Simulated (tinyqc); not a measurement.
Donor near an oxide interface in a gate field (two-state model): sweeps and comparisons. A value that a table varies takes the place of the one given here.

Interface at z = 0 (hard wall), donor at z = d, field F pulling electrons to the interface: potential e F z; 1 kV/cm = 1e-5 eV/angstrom, c = hbar^2/2m0, q = e^2/(4 pi eps0), Q = (eps - eo)/(eps + eo). Donor state: E_D = e F d - ED - q Q/(4 eps d), the last term joining the images of ion and electron. Interface state: z exp(-b z/2) exp(-rho^2/(2 L^2)) with E_z = c b^2/(4 mz) + 3 e F/b + q Q b/(8 eps), minimised over b; in the plane at z = 3/b the ion (distance D = d - 3/b) and its image (D' = d + 3/b) give E_rho = c/(mt L^2) - (q/eps)(sqrt(pi)/L)[erfcx(D/L) + Q erfcx(D'/L)], erfcx(x) = exp(x^2) erfc(x), minimised over L. E_I = E_z + E_rho.

The two states couple by t = t0 exp(-D/aD) with t0 = q/(eps aD) (2 aD/L) sqrt(aD b/2) v, v a valley factor; this form is an estimate. With detuning u = E_D - E_I the splitting is sqrt(u^2 + 4 t^2) and the lower state has weight (1 - u/sqrt(u^2 + 4 t^2))/2 on the donor.

Constants: hbar^2/2m0 = 3.80998211 eV angstrom^2; e^2/(4 pi eps0) = 14.39964547 eV angstrom.

Parameters, chosen for this exercise (near those of a donor in Si below SiO2, static dielectric constants; the results hold for these values, not for the real material):
- d = 140 angstrom (depth of the donor)
- ED = 53.8 meV (bulk binding energy)
- mz = 0.909 m0 (mass across the interface)
- mt = 0.192 m0 (mass in the plane)
- eps = 11.4 (dielectric constant of the semiconductor)
- eo = 3.9 (dielectric constant of the oxide)
- aD = 19.8 angstrom (donor radius)
- v = 0.43 (valley factor)
- Fl = (55.092, 55.597, 55.8, 55.901, 56.002, 56.204, 56.71) kV/cm (fields)
- dl = (65, 90, 120, 155, 200, 250) angstrom (depths)

## Sweeping the field

Both levels, the splitting, the donor weight and the mean depth w d + (1 - w) 3/b.

Results:
```
F (kV/cm)  E_D (meV)  E_I (meV)  splitting (meV)  donor weight  mean depth (angstrom)
55.092        22.223     23.050            0.834         0.996                  139.6
55.597        22.930     23.241            0.328         0.974                  137.3
55.800        23.214     23.317            0.147         0.851                  124.6
55.901        23.356     23.355            0.105         0.499                   88.2
56.002        23.497     23.394            0.147         0.148                   51.9
56.204        23.780     23.469            0.328         0.026                   39.2
56.710        24.488     23.659            0.836         0.004                   36.8
```

What can be read from the table?

E_D rises by 1.40 and E_I by 0.38 meV per kV/cm, so they cross once, near 55.9 kV/cm, where the splitting is 2t = 0.105 meV. The donor weight passes from 0.85 to 0.15 while the detuning goes from -2t to 2t, a window of 0.2 kV/cm or 0.37 % of the field; across the table the charge moves by 103 angstrom.

## Depth of the donor

Critical field, and the coupling, E_rho and L at that field.

Results:
```
d (angstrom)  critical field (kV/cm)  e F d/ED  t (meV)  E_rho (meV)  L (angstrom)
65                             149.9     1.811      2.7       -20.59            59
90                              97.0     1.623     0.70       -15.53            74
120                             67.5     1.505     0.15       -12.04            90
155                             49.5     1.425    0.024        -9.57           108
200                             36.6     1.361   0.0025        -7.59           130
250                             28.3     1.315  0.00020        -6.19           152
```

What can be read from the table?

The critical field falls from 150 to 28 kV/cm, with exponent -1.24 in d, while t drops by a factor 1.3e+04, about e for each 20 angstrom at the end (aD = 19.8). One lattice plane (1.36 angstrom) of misplacement changes t by 7 % and the critical field by about 1.4 % at 120 angstrom.

## What each parameter does

Critical field (E_D = E_I), and t and L there. Each row changes one parameter from the base and keeps the others.

Results:
```
case                critical field (kV/cm)  t (meV)  L (angstrom)
base                                  55.9   0.0523         100.9
d = 130 angstrom                      61.2   0.0874          95.7
ED = 59.8 meV                         61.7   0.0496         101.4
aD = 21.8 angstrom                    55.9   0.0886         100.9
mz = 0.773 m0                         57.0   0.0552         100.3
mt = 0.221 m0                         55.6   0.0553          95.7
eo = 5.8                              54.5   0.0490         103.5
eps = 12.1                            56.4   0.0480         103.0
```

How do the results move?

The largest shifts from the base row, up to three for each result and ties (the steps differ in size, so this ranks the rows, not the parameters). critical field (kV/cm): ED +5.8, d +5.3, eo -1.4; unchanged at the printed digits by aD. t (meV): aD +0.0363, d +0.0351, eps -0.00434. L (angstrom): mt -5.2, d -5.1, eo +2.6; unchanged at the printed digits by aD.

Computed by tinyqc, a small Python program: `OMP_NUM_THREADS=1 python tinyqc.py 1282537 1282538 out.jsonl` (the numbers bound the seed that draws the inputs); one thread of a shared host (Intel(R) Xeon(R) Processor @ 2.30GHz), about 0.06 s for the whole set of steps.
